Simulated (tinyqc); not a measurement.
# Threshold of a short bulk MOSFET: charge sharing, barrier lowering, narrow width: what changes with what

n-channel device on a p-type body, depletion approximation, full ionisation. Uniform doping N = Na. Vbi from Boltzmann statistics is rough for the degenerate source. Cox = eps0 eox/tox.

Inputs (values chosen for the exercise); band and dielectric values close to those of silicon:
```
symbol    value   unit                                                                 meaning
T           350      K                                                             temperature
Eg         1.12     eV                                                                band gap
eps_r      11.6                                                          relative permittivity
Nc      3.47e19  cm^-3                                  conduction-band density of states at T
Nv      3.38e19  cm^-3                                     valence-band density of states at T
eox         3.9         relative permittivity of the gate insulator (close to silicon dioxide)
tox         4.6     nm                                                     insulator thickness
Na         2e18  cm^-3                                                          channel doping
Nsd        1e20  cm^-3                                                 source and drain doping
Vfb       -0.93      V                                     flat-band voltage for the doping Na
xj           14     nm                                                          junction depth
Vbs           0      V                                                     body-source voltage
Vds           1      V                                                    drain-source voltage
W           320     nm                                                              gate width
xw            0                      shape factor of the fringing depletion at the width edges
L           180     nm                                                          channel length
```

Constants: q = 1.602176634e-19 C, kB = 1.380649e-23 J/K, Vt = kB T/q, eps0 = 8.8541878128e-14 F/cm where lengths are in cm. Results are converted to the units shown.

Each table varies one quantity; the others keep the values above.

## Threshold roll-off against channel length

ni = sqrt(Nc Nv) exp(-Eg/(2 Vt)), Eg in volts; 2 pB = 2 Vt ln(N/ni); flat band Vfb - Vt ln(N/Na); Wd = sqrt(2 eps0 eps_r (2 pB - Vbs)/(q N)); body term q N Wd/Cox; long-channel VT0 = flat band + 2 pB + body term; Vbi = Vt ln(N Nsd/ni^2); scale length l = sqrt((eps_r/eox) tox Wd). Charge sharing (trapezoid; it ignores Vds): F = (xj/L)(sqrt(1 + 2 Wd/xj) - 1), lowering = body term times F. Barrier lowering: th = exp(-L/(2 l)) + 2 exp(-L/l), lowering = th [2 (Vbi - 2 pB) + Vds], DIBL = th. Narrow width: rise = body term times xw Wd/W. VT by each model = VT0 - lowering + rise. DIBL under 0.001 mV/V is printed as 0.

The same in every row: N (cm^-3) = 2.000e18; VT0 (V) = 1.071.

Results:

| L (nm) | L/l | F | DIBL (mV/V) | VT, charge sharing (V) | VT, barrier lowering (V) |
|---|---|---|---|---|---|
| 58 | 3.158 | 0.2720 | 291.3 | 0.7850 | 0.7113 |
| 84 | 4.573 | 0.1878 | 122.3 | 0.8736 | 0.9202 |
| 120 | 6.533 | 0.1315 | 41.05 | 0.9329 | 1.021 |
| 180 | 9.799 | 0.08763 | 7.560 | 0.9791 | 1.062 |
| 250 | 13.61 | 0.06310 | 1.111 | 1.005 | 1.070 |
| 370 | 20.14 | 0.04263 | 0.04227 | 1.026 | 1.071 |
| 530 | 28.85 | 0.02976 | 0 | 1.040 | 1.071 |
| 1100 | 59.88 | 0.01434 | 0 | 1.056 | 1.071 |

Estimate the missing row, L = 760 nm.

Computed row:

| L (nm) | L/l | F | DIBL (mV/V) | VT, charge sharing (V) | VT, barrier lowering (V) |
|---|---|---|---|---|---|
| 760 | 41.37 | 0.02076 | 0 | 1.049 | 1.071 |

With this row back in the table: VT by barrier lowering rises from 0.711 to 1.07 V and VT by charge sharing rises from 0.785 to 1.06 V. DIBL is under 100 mV/V from L = 120 nm on among the rows (th = 0.1 at L/l = 4.92). For L = 58 DIBL exceeds 250 mV/V, where the barrier formula is rough.

## Effect of the channel doping

Same model as above.

Vfb is held fixed.

Effect of the channel doping:

| Na (cm^-3) | N (cm^-3) | VT0 (V) | L/l | F | DIBL (mV/V) | VT, charge sharing (V) | VT, barrier lowering (V) |
|---|---|---|---|---|---|---|---|
| 4e17 | 4.0000e17 | 0.36760 | 6.7325 | 0.14850 | 36.903 | 0.30137 | 0.31841 |
| 5.7e17 | 5.7000e17 | 0.48201 | 7.3103 | 0.13280 | 27.194 | 0.41042 | 0.44634 |
| 8.2e17 | 8.2000e17 | 0.61952 | 7.9566 | 0.11812 | 19.418 | 0.54220 | 0.59448 |
| 1.2e18 | 1.2000e18 | 0.78988 | 8.6960 | 0.10419 | 13.267 | 0.70632 | 0.77308 |
| 1.7e18 | 1.7000e18 | 0.97433 | 9.4336 | 0.092649 | 9.1037 | 0.88488 | 0.96299 |
| 2.4e18 | 2.4000e18 | 1.1895 | 10.227 | 0.082274 | 6.0880 | 1.0940 | 1.1820 |
| 3.5e18 | 3.5000e18 | 1.4695 | 11.173 | 0.072034 | 3.7768 | 1.3674 | 1.4650 |
| 5e18 | 5.0000e18 | 1.7861 | 12.149 | 0.063343 | 2.3117 | 1.6777 | 1.7834 |

Read the table: what changes, and by how much?

As Na goes from 4e17 to 5e18, VT0 rises from 0.368 to 1.79 V, DIBL falls from 36.9 to 2.31 mV/V, F falls from 0.148 to 0.0633 and VT by barrier lowering rises from 0.318 to 1.78 V. For Na = 3.5e18, 5e18 the mean doping exceeds 3e18 cm^-3, where junction tunnelling and confinement, left out, matter.

Computed by the program tinyqc: `OMP_NUM_THREADS=1 python tinyqc.py 2002169 2002170 out.jsonl`, one thread of a shared Intel Xeon 2.30GHz, about 0.01 s for the whole run.
